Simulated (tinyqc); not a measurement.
The product rho l across metals: free and nearly free electrons in a metal.

Constants: hbar^2/2m0 = 3.80998211 eV angstrom^2; hbar = 6.58211957e-16 eV s.

Free electrons with m = 1; fcc cells hold 4 atoms and bcc cells 2; n = atoms z/a^3, kF = (3 pi^2 n)^(1/3), rho l = hbar kF/(n e^2), e = 1.602176634e-19 C. Inputs are chosen for the exercise.

Results:

| case | lattice | a (angstrom) | z | rho (micro-ohm cm) | kF (1/angstrom) | EF (eV) | l (nm) | rho l (1e-16 ohm m^2) |
|---|---|---|---|---|---|---|---|---|
| near Na | bcc | 4.222 | 1 | 5.12 | 0.923 | 3.25 | 27.9 | 14.27 |
| near K | bcc | 5.239 | 1 | 7.00 | 0.744 | 2.11 | 31.4 | 21.98 |
| near Ag | fcc | 4.059 | 1 | 1.64 | 1.210 | 5.58 | 50.7 | 8.31 |
| near Au | fcc | 4.119 | 1 | 2.11 | 1.192 | 5.42 | 40.6 | 8.56 |
| near Li | bcc | 3.522 | 1 | 9.43 | 1.107 | 4.67 | 10.5 | 9.93 |
| near Ca | fcc | 5.599 | 2 | 3.52 | 1.105 | 4.65 | 28.3 | 9.96 |

What can be read from this table?

rho l falls as n^(-2/3): it is lowest for the case near Ag and highest for near K. The lowest bulk rho belongs to near Ag; the same case wins for narrow wires. Real Fermi surfaces depart from spheres, most for the polyvalent and noble metals.

(tinyqc, `OMP_NUM_THREADS=1 python tinyqc.py 1651728 1651729 out.jsonl`, Intel(R) Xeon(R) Processor @ 2.30GHz, 1 thread, shared host, about 0.01 s.)
